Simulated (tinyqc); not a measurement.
Periodic multilayer mirror for extreme ultraviolet light: sweeps and comparisons. A value that a table varies takes the place of the one given here.

s polarisation, vacuum above. q_j = sqrt(N_j^2 - sin^2 theta); interface r_jk = (q_j - q_k)/(q_j + q_k) exp(-2 (2 pi/lam)^2 q_j q_k sg^2) (Nevot-Croce; sg = 0 if not given); phase factor of a layer x_j = exp(4 pi i q_j d_j/lam). Each period has the spacer (thickness (1 - Gm) L) on top of the absorber (Gm L). In this recursion R is the amplitude; R in tables and results is the reflectance, its squared modulus. The substrate is of the spacer material. Starting with R = 0 in it, each interface upward gives R -> (r + R x)/(1 + r R x), x that of the layer below the interface (1 for the substrate).

Values chosen for the exercise (optical constants near those of Mo and Si at 13.5 nm; not measured data): lam = 13.5 nm (wavelength); dA = (0.0739, 0.00685) (delta and beta of the absorber, N = 1 - delta + i beta); dS = (0.0009, 0.00174) (delta and beta of the spacer and the substrate); L = 6.85 nm (period); Gm = 0.37 (absorber share of the period); theta = 0 degrees (angle from the normal); sg = 0 nm (interface roughness); Np = 20 (periods).

## Number of periods

The last column sets both beta to zero.

Reflectance:

| periods | R | R without absorption |
|---|---|---|
| 5 | 0.093 | 0.104 |
| 10 | 0.275 | 0.332 |
| 15 | 0.439 | 0.557 |
| 20 | 0.552 | 0.723 |
| 30 | 0.665 | 0.900 |
| 40 | 0.704 | 0.965 |
| 50 | 0.717 | 0.988 |
| 60 | 0.721 | 0.996 |
| 80 | 0.722 | 1.000 |
| 100 | 0.723 | 1.000 |

R reaches 0.704 at 40 periods and 0.723 at 100; it stays within 0.01 of the last value from 50 periods on. Without absorption the last value is 1.000: absorption, not the count of layers, caps the mirror.

## Wavelength

The optical constants are held fixed.

Reflectance:

| lam (nm) | R |
|---|---|
| 12.9 | 0.267 |
| 13.0 | 0.390 |
| 13.1 | 0.480 |
| 13.2 | 0.537 |
| 13.3 | 0.568 |
| 13.4 | 0.573 |
| 13.5 | 0.552 |
| 13.6 | 0.498 |
| 13.7 | 0.403 |
| 13.8 | 0.268 |
| 13.9 | 0.124 |
| 14.0 | 0.028 |
| 14.1 | 0.005 |
| 14.2 | 0.023 |
| 14.3 | 0.045 |

The largest value listed is 0.573 at 13.4 nm, against lam_B = 2 L Re(mean q) = 13.318 nm; the peak lies on the long side, where the nodes of the standing wave fall in the absorber. R exceeds half of that from 13 to 13.7 nm of the wavelengths listed, at least 5.1 % of the wavelength; a chain of ten mirrors narrows it, since R^10 falls to half where R has lost only 7 %.

## Absorber share

For each Gm the period is set so that lam_B = 2 L Re(mean q) equals lam - 0.09 nm.

Results:

| Gm | L (nm) | R |
|---|---|---|
| 0.15 | 6.785 | 0.240 |
| 0.20 | 6.811 | 0.352 |
| 0.25 | 6.836 | 0.445 |
| 0.30 | 6.861 | 0.513 |
| 0.35 | 6.887 | 0.560 |
| 0.40 | 6.913 | 0.587 |
| 0.45 | 6.939 | 0.599 |
| 0.50 | 6.966 | 0.597 |
| 0.60 | 7.019 | 0.558 |
| 0.70 | 7.073 | 0.464 |

The largest value listed is 0.599 at 0.45. The contrast of a period goes as sin(pi Gm) and is largest at 0.5, while the loss grows with Gm; R is 0.597 at 0.5, 0.513 at 0.3 and 0.464 at 0.7. Contrast counts most here, so the best share lies near 0.5, a little below it through absorption.

## Angle of incidence

Results:

| theta (degrees) | lam_B (nm) | R |
|---|---|---|
| 0 | 13.318 | 0.552 |
| 2 | 13.309 | 0.549 |
| 4 | 13.283 | 0.540 |
| 6 | 13.240 | 0.518 |
| 8 | 13.180 | 0.475 |
| 10 | 13.103 | 0.396 |
| 12 | 13.009 | 0.263 |
| 14 | 12.898 | 0.098 |
| 16 | 12.770 | 0.007 |
| 18 | 12.626 | 0.036 |
| 20 | 12.465 | 0.064 |

lam_B = 2 L Re(mean q) falls with the angle, from 13.318 to 12.465 nm; the largest value listed is 0.552 at 0 degrees. R stays above 90 % of that value at 0, 2, 4 and 6 degrees, which bounds the cone of light that a mask or mirror with this period accepts.

## Tolerances

R of the mirror, and R^10 for a chain of ten such mirrors. Each row changes one parameter from the base and keeps the others.

Results:

| case | R | R^10 |
|---|---|---|
| base | 0.5522 | 0.00263 |
| L = 6.89 nm | 0.5711 | 0.00369 |
| Gm = 0.41 | 0.5573 | 0.00289 |
| theta = 2 degrees | 0.5494 | 0.00251 |
| sg = 0.2 nm | 0.5425 | 0.00221 |
| dA = (0.0739, 0.00822) | 0.5370 | 0.00199 |
| lam = 13.55 nm | 0.5297 | 0.00174 |

The largest shifts from the base row, up to three for each result and ties (the steps differ in size, so this ranks the rows, not the parameters). R: lam -0.0224, L +0.0190, dA -0.0152. R^10: L +0.00106, lam -0.000894, dA -0.000640.

(tinyqc, `OMP_NUM_THREADS=1 python tinyqc.py 1652190 1652191 out.jsonl`, Intel(R) Xeon(R) Processor @ 2.30GHz, 1 thread, shared host, about 0.01 s.)
